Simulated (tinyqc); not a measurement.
Scale length and barrier from the threshold roll-off.

Question. For L well above Lambda the threshold falls by 2 m sqrt(A (A + Vds)) exp(-pi L/(2 Lambda)), A being the height of the source potential over the barrier top; the two values follow this form. Find Lambda and A.

Parameters, values chosen for the exercise: long-channel body factor m = 1.6; drain voltage Vds = 0.5 V.

threshold lowering at L = 34 and 55 nm (mV): [80.007213, 11.632499]

Answer. The ratio of the two values gives Lambda; the prefactor gives A (A + Vds), a quadratic with one positive root.

Lambda = 17.1 nm
A = 0.370 V

Computed by the program tinyqc: `OMP_NUM_THREADS=1 python tinyqc.py 2420009 2420010 out.jsonl`, one thread of a shared Intel Xeon 2.30GHz, about 0.01 s for the whole run.
